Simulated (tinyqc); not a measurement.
# Estimate of lattice thermal conductivity from elastic moduli (Slack, Klemens and Cahill formulas), step by step

A worked calculation. Computed by tinyqc, a small Python program that keeps every step. Command: `OMP_NUM_THREADS=1 python tinyqc.py 3028348 3028349 out.jsonl slack walk`. One thread of a shared host (Intel(R) Xeon(R) Processor @ 2.30GHz), about 0.01 s of CPU time with the checks. Intermediate numbers are printed to about 6 digits and carried at full precision; extremes and crossings named in words are read from the listed rows.

An isotropic solid.

Inputs (values chosen for the exercise, for a model crystal): bulk modulus B = 87.8 GPa; shear modulus G = 37 GPa; volume per atom V = 15.6 angstrom^3; mean atomic mass M = 114 u; atoms per primitive cell n = 4; temperature T = 700 K; disorder parameter Gamma = 0.00044; grain size d = 300 nm.

Grueneisen parameter: from the Poisson ratio.

Constants: u = 1.6605390666e-27 kg; hbar = 1.054571817e-34 J s; k_B = 1.380649e-23 J/K; h = 6.62607015e-34 J s.

## Velocities, Poisson ratio and Debye temperature

rho = M/V; vL = sqrt((B + 4G/3)/rho), vT = sqrt(G/rho); v_m = [(vL^-3 + 2 vT^-3)/3]^(-1/3); Poisson ratio sigma = (3B - 2G)/(6B + 2G); Theta = hbar v_m (6 pi^2/V)^(1/3)/k_B.

density rho = 12134.7 kg/m^3

vL = 3361.68 m/s

vT = 1746.17 m/s

v_m = 1954.24 m/s

Poisson ratio sigma = 0.315246

Debye temperature Theta = 232.852 K

## Grueneisen parameter

Empirical rule gamma = (3/2) (1 + sigma)/(2 - 3 sigma).

Grueneisen parameter gamma = 1.87133

## Conductivity of the perfect crystal

Slack, an estimate for T near or above Theta_a: kappa = A M Theta_a^3 delta n^(1/3)/(gamma^2 T) in W/(m K), with M in u, delta = V^(1/3) in angstrom, Theta_a = Theta n^(-1/3) and A = 2.43e-6/(1 - 0.514/gamma + 0.228/gamma^2).

acoustic Debye temperature Theta_a = 146.688 K

A = 3.07425e-06

kappa of the perfect crystal = 1.78987 W/(m K)

## Point defects and grains

High-temperature forms with the classical heat capacity. Klemens: kappa/kappa_0 = arctan(u)/u, u^2 = pi^2 Theta V Gamma kappa_0/(h v_m^2). Grains: 1/kappa_poly = 1/kappa + 1/(C v_m d/3), C = 3 k_B/(n V), the acoustic branches alone.

disorder scale u = 0.105629

kappa with point defects = 1.78326 W/(m K)

grain-boundary limit = 129.718 W/(m K)

kappa of the polycrystal = 1.75907 W/(m K)

For small u the loss is about u^2/3 = 0.004. Grains remove a further 1 %.

## Minimum conductivity

Cahill minimum: kappa_min = (pi/6)^(1/3) k_B V^(-2/3) sum over L, T, T of v (T/Theta_i)^2 int_0^(Theta_i/T) x^3 e^x/(e^x - 1)^2 dx, Theta_i = Theta v_i/v_m (64 Gauss-Legendre points). Its high-temperature limit is (1/2) (pi/6)^(1/3) k_B V^(-2/3) (vL + 2 vT).

kappa_min = 0.605637 W/(m K)

its high-temperature limit = 0.610823 W/(m K)

kappa_poly/kappa_min = 2.90450

## All estimates against temperature

The formulas are those given above.

Kappa (W/(m K)):
```
T (K)  perfect crystal  with point defects  polycrystal   minimum
200            6.26454             6.18485      5.90338  0.553186
300            4.17636             4.14067      4.01259  0.583686
400            3.13227             3.11212      3.03920  0.595234
550            2.27802             2.26732      2.22837  0.602470
750            1.67054             1.66478      1.64369  0.606300
1000           1.25291             1.24966      1.23774  0.608270
1300           0.96378             0.96185      0.95477  0.609310
1700           0.73700             0.73588      0.73173  0.609937
```

The perfect crystal follows 1/T. With point defects the exponent runs from -0.99 to -1.00 (the strong-disorder limit is -1/2), and with grains from -0.95 to -0.99. At the highest T it is still 1.2 times the minimum.

Checks made by the program: arctan(u)/u against the Debye integral of 1/(1 + u^2 y^2) (relative difference below 1e-10).
